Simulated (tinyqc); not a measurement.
Lateral field, substrate current, probability of reaching the oxide barrier and hot-carrier lifetime of a silicon transistor (pseudo-two-dimensional and lucky-electron models): one step, computed by the program tinyqc.

Local-field models: a lucky carrier gains its energy at the peak field over a path free of collisions. Voltages are magnitudes.

Problem. Peak lateral field. C_ox = 3.9 eps_0/t; F_sat = 2 v_s/mu; V_Dsat = V_ov F_sat L/(V_ov + F_sat L), V_ov = V_G - V_T; I_D/W = C_ox v_s (V_ov - V_Dsat). Scale length l = 0.22 t^(1/3) x_j^(1/2) (all in cm); F_m = sqrt(((V_D - V_Dsat)/l_e)^2 + F_sat^2), with l_e = l; length of the velocity-saturated region l_e ln((V_D - V_Dsat)/(l_e F_sat) + F_m/F_sat).

Inputs (values chosen for the exercise, modelled on a silicon p-channel): channel length L = 340 nm; oxide thickness t = 7.2 nm; junction depth x_j = 61 nm; mobility mu = 110 cm^2/(V s); saturation velocity v_s = 0.71 1e7 cm/s; threshold voltage V_T = 0.54 V; gate voltage V_G = 2.1 V; drain voltage V_D = 3.6 V; ionisation prefactor A_i = 8.7e+06 1/cm; ionisation field B_i = 3.68 MV/cm; hot-carrier mean free path lambda = 5.4 nm; oxide barrier phi_b = 4.6 eV; interface-trap threshold phi_it = 4.7 eV; lifetime constant H = 1000 s microampere/micrometre.

Drain: abrupt.

Constants: eps_0 = 8.8541878128e-12 F/m.

Give: scale length l; peak field F_m; velocity-saturated length; energy gained over one free path, e lambda F_m.

Solution.

scale length l = 48.70 nm

peak field F_m = 519.2 kV/cm

velocity-saturated length = 100.8 nm

energy gained over one free path, e lambda F_m = 0.2804 eV

Caution: the empirical formula for l was fitted to oxides of about 15 nm or more; for thinner ones it is an extrapolation. Caution: e V_D is below phi_b or phi_it, so the available energy, not the field, limits hot carriers, and the lucky-electron formulas overstate them.
